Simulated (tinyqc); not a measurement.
# Polycrystalline film, grain-boundary barriers (Seto model): what changes with what

One-dimensional grains of size Lg with donors N; each boundary has Qt acceptor-like traps per area at one level Et below the band edge. Trapped electrons qt deplete a width w = qt/N (both sides together) and raise a barrier Vb = q N w^2/(8 eps0 eps_r). Current crosses the barriers by thermionic emission at small bias. Abrupt depletion, full ionisation, Boltzmann statistics.

Parameters, values chosen for the exercise; values close to those of polycrystalline silicon: temperature T = 273 K; relative permittivity of the semiconductor eps_r = 11.7; grain size Lg = 400 nm; trap density at a boundary Qt = 1.9e12 cm^-2; donor density N = 3.2e17 cm^-3; mobility inside a grain mg = 140 cm^2/(V s); collection velocity at the barrier vc = 3.6e6 cm/s; conduction-band density of states at T Nc = 2.43e19 cm^-3; trap level below the band edge Et = 0.44 eV.

Constants: q = 1.602176634e-19 C, kB = 1.380649e-23 J/K, Vt = kB T/q, eps0 = 8.8541878128e-14 F/cm where lengths are in cm. Results are converted to the units shown.

Each table varies one quantity; the others keep the values above.

## Effect of the grain size

Partly depleted grains: the density at the grain centre is n0 = N and qt = Qt/(1 + 2 (Nc/N) exp((Vb - Et)/Vt)). If that gives qt >= N Lg, the grains are fully depleted: qt = N Lg, w = Lg and n0 = 2 Nc exp((Vb - Et)/Vt)/(Qt/(N Lg) - 1). Resistivity: barriers rb = Vt exp(Vb/Vt)/(q n0 vc Lg), grain interior rg = (1 - w/Lg)/(q mg N); effective mobility 1/(q N (rb + rg)).

The same in every row: Vb (V) = 0.21375; n0 (cm^-3) = 3.2000e17.

Effect of the grain size:
```
Lg (nm)	w/Lg	resistivity (ohm cm)
80	0.73476	140.73
130	0.45216	86.654
210	0.27991	53.696
340	0.17288	33.219
560	0.10497	20.223
910	0.064594	12.499
1500	0.039187	7.6373
2400	0.024492	4.8255
```

Read the table: what changes, and by how much?

As Lg goes from 80 to 2400 nm, the barrier stays at 0.214 V and the resistivity falls from 141 to 4.83 ohm cm. The grains are fully depleted in 0 of the 8 rows.

## Effect of the trap density at a boundary

Same model as above.

The same in every row: n0 (cm^-3) = 3.200e17.

Result of one run:
```
Qt (cm^-2)	w/Lg	Vb (V)	resistivity (ohm cm)
6.9e11	0.05391	0.02876	0.1426
```

What becomes of these results when the trap density at a boundary Qt is changed from 6.9e11 to 2.2e12 cm^-2, all else the same?

Result of the changed run:
```
Qt (cm^-2)	w/Lg	Vb (V)	resistivity (ohm cm)
2.2e12	0.1613	0.2576	181.9
```

The whole series:
```
Qt (cm^-2)	w/Lg	Vb (V)	resistivity (ohm cm)
3.2e11	0.02500	0.006186	0.1400
4.7e11	0.03672	0.01335	0.1398
6.9e11	0.05391	0.02876	0.1426
1e12	0.07812	0.06041	0.1700
1.5e12	0.1171	0.1358	1.148
2.2e12	0.1613	0.2576	181.9
3.2e12	0.1747	0.3020	1200
4.8e12	0.1808	0.3235	2990
```

As Qt goes from 3.2e11 to 4.8e12 cm^-2, the barrier rises from 0.00619 to 0.324 V and the resistivity rises from 0.140 to 2990 ohm cm. The grains are fully depleted in 0 of the 8 rows. For Qt = 3.2e11 to 6.9e11 cm^-2 the barrier is under 2 Vt, where the depletion and emission pictures are rough.

Program tinyqc, `OMP_NUM_THREADS=1 python tinyqc.py 2610133 2610134 out.jsonl`; Intel Xeon 2.30GHz, shared host, one thread, about 0.01 s.
